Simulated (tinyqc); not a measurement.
Capacitances against the line height.

Endless row of lines of width wl, height tl and space sl between grounded planes at distance hd; e2 fills the gaps beside the lines, e1 the rest. Laplace's equation is solved on meshes of 3, 6 and 12 steps per unit u and extrapolated (Aitken), which is good to about 0.2 %. C_even (all lines at 1 V) is the capacitance Cg to the planes; C_odd (neighbours in antiphase) = Cg + 4 Cc if only nearest neighbours couple, which defines Cc; total with quiet neighbours Cg + 2 Cc. Plate values 2 eps0 e1 wl/hd and eps0 e2 tl/sl.

Parameters, values chosen for the exercise: relative permittivity above and below the lines e1 = 2.4; relative permittivity between the lines e2 = 2.4; line width, in units u wl = 6 u; space between lines sl = 8 u; distance to each plane hd = 8 u.

Constants: eps0 = 8.8541878128e-12 F/m. Results are converted to the units shown.

The same in every row: plate Cg (aF/um) = 31.9.

Result of one run:

| Cg (aF/um) | Cc (aF/um) | Cg + 2 Cc (aF/um) | C_odd (aF/um) | plate Cc (aF/um) | share of coupling, 2 Cc/(Cg + 2 Cc) (%) |
|---|---|---|---|---|---|
| 67.8 | 36.3 | 140 | 213 | 31.9 | 51.7 |

Which line height tl gave this result: 2, 4, 12 or 16 u?

tl = 12 u.

The whole series:

| tl (u) | Cg (aF/um) | Cc (aF/um) | Cg + 2 Cc (aF/um) | C_odd (aF/um) | plate Cc (aF/um) | share of coupling, 2 Cc/(Cg + 2 Cc) (%) |
|---|---|---|---|---|---|---|
| 2 | 64.5 | 10.4 | 85.3 | 106 | 5.31 | 24.4 |
| 4 | 66.4 | 15.4 | 97.1 | 128 | 10.6 | 31.7 |
| 6 | 67.2 | 20.5 | 108 | 149 | 15.9 | 37.9 |
| 8 | 67.5 | 25.7 | 119 | 170 | 21.3 | 43.2 |
| 12 | 67.8 | 36.3 | 140 | 213 | 31.9 | 51.7 |
| 16 | 67.8 | 46.9 | 162 | 255 | 42.5 | 58.0 |

As tl goes from 2 to 16, Cg rises from 64.5 to 67.8 aF/um, Cc rises from 10.4 to 46.9 aF/um and the share of coupling rises from 24.4 to 58.0 %. Cg is 2.02 times its plate value in the first row and 2.13 times in the last; for Cc the ratios are 1.96 and 1.10. Neighbours in antiphase raise the load by a factor of 1.24 and 1.58 over quiet ones.

tinyqc, about 1 s, one thread, Intel Xeon 2.30GHz (shared host): `OMP_NUM_THREADS=1 python tinyqc.py 2790130 2790131 out.jsonl`
